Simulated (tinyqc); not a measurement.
Worked calculation: empirical pseudopotential in a few plane waves. Computed by tinyqc, a small Python program that keeps every step. Settings: plane-wave index or count = 15. Command: `OMP_NUM_THREADS=1 python tinyqc.py 20731 20732 out.jsonl` (the two numbers bound the seeds that draw the settings). One thread of a shared host (Intel(R) Xeon(R) Processor @ 2.60GHz), about 0.2 s of CPU time with the checks.

## Bloch Hamiltonian at G

Parameters chosen for this model: fcc lattice, atoms at +/- a/8 (1,1,1); form factors in rydberg at |G|^2 in units of (2 pi/a)^2:
```
parameter                 value      unit
a                      6.030000  angstrom
VS(3)                 -0.234000        Ry
VS(8)                  0.003000        Ry
VS(11)                 0.032000        Ry
VA(3)                  0.046000        Ry
VA(4)                  0.043000        Ry
VA(11)                 0.031000        Ry
hbar^2/2m (2 pi/a)^2   4.136643        eV
```

k point G (2 pi / a): 0  0  0

Basis: the 15 shortest G (labels in 2 pi/a), the same at every k. H(G,G') = c |k + G|^2 delta + VS(|G-G'|^2) cos((G-G').tau) + i VA sin((G-G').tau), tau = a/8 (1,1,1); 1 Ry = 13.605693 eV.

H(k) at G (eV), lower triangle (Hermitian):
```
                   +0+0+0             -1-1-1             -1-1+1             -1+1-1
+0+0+0            0.00000
-1-1-1   2.25124-0.44255i           12.40993
-1-1+1  -2.25124-0.44255i   0.00000+0.58504i           12.40993
-1+1-1  -2.25124-0.44255i   0.00000+0.58504i            0.04082           12.40993
-1+1+1  -2.25124+0.44255i           -0.04082   0.00000+0.58504i   0.00000+0.58504i
+1-1-1  -2.25124-0.44255i   0.00000+0.58504i            0.04082            0.04082
+1-1+1  -2.25124+0.44255i           -0.04082   0.00000+0.58504i            0.00000
+1+1-1  -2.25124+0.44255i           -0.04082            0.00000   0.00000+0.58504i
+1+1+1   2.25124+0.44255i            0.00000           -0.04082           -0.04082
-2+0+0   0.00000-0.58504i  -2.25124+0.44255i  -2.25124-0.44255i  -2.25124-0.44255i
+0-2+0   0.00000-0.58504i  -2.25124+0.44255i  -2.25124-0.44255i   0.30786-0.29824i
+0+0-2   0.00000-0.58504i  -2.25124+0.44255i   0.30786-0.29824i  -2.25124-0.44255i
+0+0+2   0.00000+0.58504i  -0.30786-0.29824i   2.25124+0.44255i  -0.30786+0.29824i
+0+2+0   0.00000+0.58504i  -0.30786-0.29824i  -0.30786+0.29824i   2.25124+0.44255i
+2+0+0   0.00000+0.58504i  -0.30786-0.29824i  -0.30786+0.29824i  -0.30786+0.29824i

                   -1+1+1             +1-1-1             +1-1+1             +1+1-1
-1+1+1           12.40993
+1-1-1            0.00000           12.40993
+1-1+1            0.04082   0.00000+0.58504i           12.40993
+1+1-1            0.04082   0.00000+0.58504i            0.04082           12.40993
+1+1+1   0.00000+0.58504i           -0.04082   0.00000+0.58504i   0.00000+0.58504i
-2+0+0   2.25124-0.44255i   0.30786-0.29824i  -0.30786-0.29824i  -0.30786-0.29824i
+0-2+0  -0.30786-0.29824i  -2.25124-0.44255i   2.25124-0.44255i  -0.30786-0.29824i
+0+0-2  -0.30786-0.29824i  -2.25124-0.44255i  -0.30786-0.29824i   2.25124-0.44255i
+0+0+2  -2.25124+0.44255i  -0.30786+0.29824i  -2.25124+0.44255i   0.30786+0.29824i
+0+2+0  -2.25124+0.44255i  -0.30786+0.29824i   0.30786+0.29824i  -2.25124+0.44255i
+2+0+0   0.30786+0.29824i   2.25124+0.44255i  -2.25124+0.44255i  -2.25124+0.44255i

                   +1+1+1    -2+0+0    +0-2+0    +0+0-2
+1+1+1           12.40993
-2+0+0  -0.30786+0.29824i  16.54657
+0-2+0  -0.30786+0.29824i   0.04082  16.54657
+0+0-2  -0.30786+0.29824i   0.04082   0.04082  16.54657
+0+0+2  -2.25124-0.44255i  -0.04082  -0.04082   0.00000
+0+2+0  -2.25124-0.44255i  -0.04082   0.00000  -0.04082
+2+0+0  -2.25124-0.44255i   0.00000  -0.04082  -0.04082

          +0+0+2    +0+2+0    +2+0+0
+0+0+2  16.54657
+0+2+0   0.04082  16.54657
+2+0+0   0.04082   0.04082  16.54657
```

## Levels at G

Diagonalise the Hermitian matrix.

eigenvalues (eV): -3.44337  7.81072  8.81229  8.81229  8.81229  12.48568  12.48568  12.48568  15.61110  16.46494  16.46494  19.98683  19.98683  19.98683  21.79615

## Bands along a path

The same steps at evenly spaced points between the labelled ones.

Bands along the path (eV), lowest eight:
```
k           band 1   band 2   band 3   band 4    band 5    band 6    band 7    band 8
L         -1.82446  2.78581  8.19476  8.19476   9.61163  13.30685  13.30685  16.52179
L-G 0.20  -2.22581  3.28850  8.17237  8.17237   9.58735  13.23514  13.23514  16.42146
L-G 0.40  -2.69644  4.24095  8.28271  8.28271   9.71917  13.24309  13.24309  14.76338
L-G 0.60  -3.09573  5.46730  8.48858  8.48858   9.84712  13.06609  13.06609  13.29997
L-G 0.80  -3.35445  6.81818  8.70999  8.70999   9.51658  12.55256  12.68290  12.68290
G         -3.44337  7.81072  8.81229  8.81229   8.81229  12.48568  12.48568  12.48568
G-X 0.20  -3.32466  6.68317  8.51180  8.51180   9.98483  12.02694  13.00390  13.00390
G-X 0.40  -2.97734  5.29254  7.94033  7.94033  11.02735  11.53550  14.22018  14.22018
G-X 0.60  -2.43408  4.03951  7.45094  7.45094  10.61693  11.46760  15.15307  15.76674
G-X 0.80  -1.78008  3.02557  7.17851  7.17851  10.29240  10.95221  16.90511  17.51110
X         -1.23368  2.47870  7.17462  7.17462  10.06559  10.94440  18.99649  19.43398
```

With 4 band(s) filled, the highest filled level on these points lies at G and the lowest empty one at G: the bands touch or overlap, so there is no gap. This holds for the small fixed basis; with all plane waves up to |k + G|^2 = 21 (2 pi/a)^2 the gap along the path is 0.00 eV.

## Convergence with the number of plane waves

Levels at G counted from the fourth one.

Levels (eV):
```
plane waves    level 1  level 5  level 8
9            -14.67035  0.52654  1.17009
15           -12.25565        0  3.67339
27           -11.72704        0  3.55912
51           -11.52998        0  3.82855
59           -11.49827        0  3.74862
65           -11.48603        0  3.74947
89           -11.47505        0  3.75602
```
